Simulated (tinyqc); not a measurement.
Van der Pauw, Hall and four-point-probe measurements on a doped layer: one step of the calculation.

A uniform p-type layer with sheet resistance Rs = 1/(q ns mu), point contacts, low field (mu B small).

Question. Resistances and Hall voltage. Rs = 1/(q ns mu). For a rectangle with contacts at the corners, RA = (8 Rs/pi) sum_(k>=0) ln coth((2k + 1) pi a/(2 b)) with current along a short side b and voltage along the opposite one, RB the same with a and b exchanged; Hall voltage VH = rH B I/(q ns), negative for electrons.

Parameters, values chosen for the exercise:
```
symbol,value,unit,meaning
ns,3.1e13,cm^-2,sheet density of the layer
mu,61,cm^2/(V s),drift mobility
rH,1.1,,Hall factor
B,0.55,T,magnetic field
I,100,uA,current
ar,2.12,,side ratio a/b of a rectangular sample with corner contacts
```

Constants: q = 1.602176634e-19 C. Results are converted to the units shown.

Find: Rs; RA; RB; VH.

Answer.

Rs = 3300.6 ohm/square
RA = 21.532 ohm
RB = 4095.1 ohm
VH = 1.2181 mV

RB/RA = 190; for a square both equal Rs ln 2/pi = 728 ohm.

Computed by the program tinyqc: `OMP_NUM_THREADS=1 python tinyqc.py 2850208 2850209 out.jsonl`, one thread of a shared Intel Xeon 2.30GHz, about 0.01 s for the whole run.
